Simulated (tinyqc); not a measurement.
Plane-wave Kohn-Sham cycle with exchange-only LDA in a layered model solid, step by step. One step of it, computed by the program tinyqc.

Question. Iteration 1: Hamiltonian at one k. H(m,m') = (k + G_m)^2/2 delta + V(G_m - G_m'), with V(-G) = V(G).

A solid whose potential varies along x alone (atomic units):
```
parameter                      value
period a                   10.700000
cross-section of the cell  15.000000
electrons per cell                 4
grid points                       16
plane waves -n..n, n               2
k points                           4
V1 in V1 cos(2 pi x/a)     -0.680000
```

V(G_m), m = 0, 1, 2, ... (hartree): [-0.287642, -0.340000, 0.000000, 0.000000, 0.000000]

k = 0.125000 2 pi / a

Give: H.

Answer.

H (hartree), order -2, -1, +0, +1, +2:
$$\begin{pmatrix}
0.318 & -0.340 & 0.000 & 0.000 & 0.000 \\
-0.340 & -0.156 & -0.340 & 0.000 & 0.000 \\
0.000 & -0.340 & -0.285 & -0.340 & 0.000 \\
0.000 & 0.000 & -0.340 & -0.069 & -0.340 \\
0.000 & 0.000 & 0.000 & -0.340 & 0.491
\end{pmatrix}$$
